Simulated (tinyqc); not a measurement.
Finnis-Sinclair potential for a bcc metal: fit to cohesion and elasticity, then vacancy, surfaces and structure. Changing the pair cut-off c/a. Computed by tinyqc, a small Python program. Command: `OMP_NUM_THREADS=1 python tinyqc.py 3112405 3112406 out.jsonl fsfit sweep`. One thread of a shared host (Intel(R) Xeon(R) Processor @ 2.30GHz), about 0.02 s of CPU time with the checks.

E = (1/2) sum V(r) - A sqrt(rho), rho = sum phi(r), phi = (r - d)^2 for r < d, V = (r - c)^2 (c0 + c1 r + c2 r^2) for r < c. In bcc the 8 first neighbours lie at sqrt(3) a/2 and the 6 second at a; both cut-offs lie below the third shell; Omega = a^3/2; E is per atom and z the number of atoms in a shell. The four constants A, c0, c1, c2 are fitted to E_c, zero pressure, B and C12 - C44 alone, so C44 and C11 - C12 are not matched singly; defects are unrelaxed.

Inputs (values chosen for the exercise, modelled on tantalum):
```
quantity             value      unit
lattice constant a   3.306  angstrom
cohesive energy E_c   8.01        eV
target C11             260       GPa
target C12             157       GPa
target C44            82.4       GPa
density cut-off d/a  1.236         -
```

Constants: 1 eV/angstrom^3 = 160.2176634 GPa; 1 eV/angstrom^2 = 16.02176634 J/m^2.

Method:
- rho = sum z phi, rho1 = sum z r phi', rho2 = sum z r^2 phi''. At zero pressure the effective pair part V + 2 F' phi obeys C12 = C44, so C12 - C44 = F'' (rho1/3)^2/Omega with F'' = A/(4 rho^(3/2)); this gives A.
- With v_k = (r - c)^2 r^k the rows are (1/2) sum z v_k, (1/2) sum z r v_k' and (1/2) sum z r^2 v_k''. With rho1 = sum z r phi' and rho2 = sum z r^2 phi'' the right-hand sides are: -E_c + A sqrt(rho) (cohesion); A rho1/(2 sqrt(rho)) (zero pressure); 9 B Omega + A [rho2/(2 sqrt(rho)) - rho1^2/(4 rho^(3/2))] with B = (C11 + 2 C12)/3.
- Solve the three equations.
- Second differences of E with strains of 1e-4: e_xx gives C11, (e_xx, e_yy) = (1, -1) gives 2 (C11 - C12), an engineering shear gives C44. B and C12 - C44 are fitted; the one combination left tests the choice of d.
- E_v = -A sum_shells z [sqrt(rho - phi(r)) - sqrt(rho)] - (1/2) sum z V(r): the neighbours lose one bond each, and the atom is put back in the bulk.
- An atom in layer i below the surface keeps only neighbours no higher than the top layer; gamma = sum_i (E_i + E_c)/(area per surface atom), with layer spacings a/2, a/sqrt2 and areas a^2, a^2/sqrt2 for (100) and (110).

One run for each value:
```
pair cut-off c/a  error of C44 (%)  vacancy energy E_v (eV)  gamma(100) (J/m^2)
1.06                       -56.571                   3.2322              2.3793
1.16                       -48.863                   3.2322              2.3765
1.20                       -25.261                   3.2322              2.3841
1.24                       -10.219                   3.2322              2.3891
1.29                         1.063                   3.2322              2.3928
1.33                         6.423                   3.2322              2.3946
1.38                        10.378                   3.2322              2.3959
```

Over the rows, error of C44 (%) rises from -56.6 to 10.4; vacancy energy E_v (eV) does not change; gamma(100) (J/m^2) goes from 2.38 through a minimum among these rows, 2.38 at 1.16, to 2.40.  Left out: 1.02, 1.11 (the fit is far from the shear constants).

Extremes, crossings and ranges named in words are read from the listed rows.
